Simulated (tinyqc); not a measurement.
Hubbard chain of 5 sites, step by step. Computed by tinyqc, a small Python program that keeps every step. Settings: hopping = 0.8, U = 10.7, mixing = 0.5, iteration cap = 71. Command: `OMP_NUM_THREADS=1 python tinyqc.py 28739 28740 out.jsonl` (the two numbers bound the seeds that draw the settings). One thread of a shared host (Intel(R) Xeon(R) Processor @ 2.60GHz), about 0.2 s of CPU time with the checks.

one-body matrix (hopping and site energies) (eV):
```
           1          2          3          4          5
1   0.000000  -0.800000   0.000000   0.000000   0.000000
2  -0.800000   0.000000  -0.800000   0.000000   0.000000
3   0.000000  -0.800000   0.000000  -0.800000   0.000000
4   0.000000   0.000000  -0.800000   0.000000  -0.800000
5   0.000000   0.000000   0.000000  -0.800000   0.000000
```

U = 10.700000 eV

electrons, up and down: 4  4

n(up) at the start (a guess, not normalised): 1 1.000000, 2 0.350000, 3 1.000000, 4 0.350000, 5 1.000000

n(down) at the start (a guess): 1 0.350000, 2 1.000000, 3 0.350000, 4 1.000000, 5 0.350000

Each step fills the lowest levels of T + U n(other spin) and sets n(new) = n + mixing (n(out) - n); stop when output and input agree to 1e-8.

Course of the cycle:
```
iteration       E (eV)  largest |n(out) - n(in)|  mean |n_up - n_down|
1          31.44070986                  4.89e-01              0.371588
2          31.35196655                  1.72e-01              0.360687
3          31.31179600                  9.36e-02              0.348454
4          31.29079440                  5.88e-02              0.338142
5          31.27588384                  4.98e-02              0.329681
6          31.25633544                  6.54e-02              0.321865
7          31.22019531                  1.06e-01              0.312676
8          31.15419015                  1.37e-01              0.298648
9          31.05564730                  1.42e-01              0.325159
10         30.94940040                  1.15e-01              0.344938
11         30.86940215                  8.10e-02              0.352834
...                ...                       ...                   ...
61         30.03349459                  3.01e-03              0.372480
62         30.03344096                  2.85e-03              0.372136
63         30.03339191                  2.71e-03              0.371804
64         30.03334696                  2.57e-03              0.371483
65         30.03330568                  2.45e-03              0.371174
66         30.03326770                  2.33e-03              0.370875
67         30.03323270                  2.22e-03              0.370586
68         30.03320038                  2.12e-03              0.370306
69         30.03317051                  2.03e-03              0.370036
70         30.03314285                  1.94e-03              0.369774
71         30.03311721                  1.86e-03              0.369520
```

Can the last value be used, and what does the course show?

Not by the stop rule. Not converged within 71 iterations: the residual falls steadily but slowly, by a factor of about 0.95 a step. The lowest mean-field energy found from random starts is 30.03274 eV. Reruns (cap 100 unless said): mixing 0.2: not converged; mixing 0.9: not converged; the original settings with a cap of 400: not converged.
